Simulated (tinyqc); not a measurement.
# Worked calculation: band bending at a free surface with a continuum of surface states, surface photovoltage and Kelvin probe

Numbers from tinyqc (`OMP_NUM_THREADS=1 python tinyqc.py 2430145 2430146 out.jsonl`; about 0.01 s on one thread of a shared Intel Xeon 2.30GHz). Printed values are rounded.

n-type bulk, xi = Ec - EF = Vt ln(Nc/Nd), p0 = ni^2/Nd, ni = sqrt(Nc Nv) exp(-Eg/(2 Vt)), Eg in volts. b is the upward band bending, u = b/Vt. Space charge per area, in units of q: Qc = sign(b) sqrt((2 eps0 eps_r Vt/q) [(Nd + dn)(exp(-u) - 1) + Nd u + (p0 + dn)(exp(u) - 1)]), with dn the excess density under light (flat quasi-Fermi levels; 0 in the dark). The states hold -Ds (E0 - xi - b): negative while the Fermi level lies above the neutrality level. Neutrality: Qc + Qf + (charge of the states) = 0.

Inputs (values chosen for the exercise); band and dielectric values close to those of gallium nitride:
```
symbol,value,unit,meaning
T,300,K,temperature
Eg,3.39,eV,band gap
eps_r,9.51,,relative permittivity
Nc,2.33e18,cm^-3,conduction-band density of states at T
Nv,4.61e19,cm^-3,valence-band density of states at T
chi,4.14,eV,electron affinity
Nd,4.6e16,cm^-3,donor density
Qf,0,cm^-2,fixed positive charge at the surface
pt,5.27,eV,work function of the probe tip
Ds,4.4e12,cm^-2 eV^-1,density of surface states
E0,0.48,eV,depth of their neutrality level below the conduction edge
dn,1.8e12,cm^-3,excess carrier density under light
```

Constants: q = 1.602176634e-19 C, kB = 1.380649e-23 J/K, Vt = kB T/q, eps0 = 8.8541878128e-14 F/cm where lengths are in cm. Results are converted to the units shown.

## Bulk quantities

xi, ni, p0, the Debye length sqrt(eps0 eps_r Vt/(q Nd)) and the flat-band work function chi + xi.

xi = 0.101469 eV
ni = 3.47361e-10 cm^-3
p0 = 2.62304e-36 cm^-3
Debye length = 17.1861 nm
chi + xi = 4.24147 eV

## Iteration 1: band bending in the dark

b at the start = 0.3 V

Newton step: b(new) = b - (Qc + Qf - Ds (E0 - xi - b))/(dQc/db + Ds), dQc/db = (eps0 eps_r/q) [Nd (1 - exp(-u)) + p0 exp(u)]/Qc.

b after iteration 1 = 0.296339 V

## Iteration 2: band bending in the dark

As before.

b after iteration 2 = 0.296340 V

## Course of the iteration

Stop when b changes by less than 1e-10 V, or after 40 iterations.

Course of the iteration:
```
iteration,b (V),change (V)
1,0.296339,3.66e-3
2,0.296340,1.61e-6
3,0.296340,3.17e-13
```

Converged in 3 iterations.

## Work function and Kelvin-probe reading

converged b = 0.296340 V

Work function chi + xi + b; contact potential difference CPD = (work function of the sample) - pt. Depth of EF below Ec at the surface: xi + b. Depletion width Qc/Nd.

xi + b = 0.397809 eV
Qc = 3.61641e11 cm^-2
Qc/Nd = 78.6176 nm
work function = 4.53781 eV
CPD = -732.191 mV

The Fermi level lies 82.2 meV above the neutrality level.

## Surface photovoltage

Under chopped light the surface charge keeps its dark value, so b falls to bL with Qc(bL, dn) = Qc(b, 0); the photovoltage is b - bL. Qc rises with b, so bL follows by bisection.

bL = 0.266270 V
photovoltage = 30.0699 mV
share of b removed = 10.1471 %
excess holes at the surface, dn exp(bL/Vt) = 5.35077e16 cm^-3
